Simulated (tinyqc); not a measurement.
Harmonic transition-state theory with quantum, tunnelling and friction corrections: one step, computed by the program tinyqc.

One atom hops between equivalent sites; three modes at the minimum and two real modes at the saddle are treated as harmonic, the rest of the crystal as unchanged; melting is ignored, so hot rows may lie above the melting point.

Task: Tunnelling factors. With u = h nu_b/(k_B T): Wigner factor 1 + u^2/24; parabolic barrier (Bell) (u/2)/sin(u/2), valid above T_c = h nu_b/(2 pi k_B); symmetric Eckart barrier: kappa = int_0^infinity P(E) exp(-(E - E_b)/(k_B T)) dE/(k_B T), P = (cosh 2a - 1)/(cosh 2a + cosh 2d), a = alpha sqrt(E/E_b), alpha = 2 pi E_b/(h nu_b), 2d = 2 sqrt(alpha^2 - pi^2/4).

Inputs (values chosen for the exercise, modelled on interstitial hydrogen in silicon): barrier E_b = 0.517 eV; imaginary frequency at the saddle nu_b = 26.4 THz; temperature T = 517 K.

Lattice of sites: three-dimensional.

Constants: h x 1 THz = 4.135667696 meV; k_B = 8.617333262e-05 eV/K.

Give: u; crossover temperature T_c; Wigner factor; Bell factor; Eckart factor.

Result:

u = 2.451

crossover temperature T_c = 201.6 K

Wigner factor = 1.250

Bell factor = 1.302

Eckart factor = 1.316

T/T_c = 2.56: tunnelling near the top of the barrier speeds the rate.
